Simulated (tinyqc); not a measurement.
Capacitance of parallel on-chip lines from Laplace's equation on a mesh: one step of the calculation.

Cross-section of an endless row of equal lines between two grounded planes; neighbours are driven in antiphase (+1 V and -1 V), so the plane midway between two lines is at 0 V. By symmetry one quarter is solved: x runs from the centre of a line (column 0, mirror) to that midplane (column 3, 0 V), y from the mid-height of the line (row 0, mirror) to the ground plane (row 4, 0 V). The line fills columns 0 to 1 and rows 0 to 2 at 1 V. Cells beside the line (below row 2) have e2, cells above have e1. Each link between nodes has the conductance g = mean permittivity of the two cells beside it (a cell beyond a mirror counts as 0), and the free nodes obey sum g (V_neighbour - V) = 0.

Task. Capacitance per length. C = 4 eps0 sum g (difference of V)^2 over all links (twice the energy of the four quarters, line at 1 V). Plate estimate without fringing: eps0 [2 e1 w/hd + 2 e2 t/(s/2)], w = 2 hx, t = 4 hx, s/2 = 2 hx, hd = 2 hx.

Inputs (values chosen for the exercise):
- e1 = 3.9 (relative permittivity above and below the lines)
- e2 = 3.9 (relative permittivity between the lines)

Constants: eps0 = 8.8541878128e-12 F/m. Results are converted to the units shown.

converged V (V):
```
	col 0	col 1	col 2	col 3
row 0	1.0000000	1.0000000	0.4888358	0.0000000
row 1	1.0000000	1.0000000	0.4776714	0.0000000
row 2	1.0000000	1.0000000	0.4218501	0.0000000
row 3	0.4585327	0.4170654	0.2097289	0.0000000
row 4	0.0000000	0.0000000	0.0000000	0.0000000
```

gx:
```
	col 0	col 1	col 2
row 0	1.95	1.95	1.95
row 1	3.9	3.9	3.9
row 2	3.9	3.9	3.9
row 3	3.9	3.9	3.9
row 4	1.95	1.95	1.95
```

gy:
```
	col 0	col 1	col 2	col 3
row 0	1.95	3.9	3.9	1.95
row 1	1.95	3.9	3.9	1.95
row 2	1.95	3.9	3.9	1.95
row 3	1.95	3.9	3.9	1.95
```

Give: C; plate estimate.

Result.

C = 305.22 aF/um
plate estimate = 207.19 aF/um

tinyqc, about 0.9 s, one thread, Intel Xeon 2.30GHz (shared host): `OMP_NUM_THREADS=1 python tinyqc.py 2790207 2790208 out.jsonl`
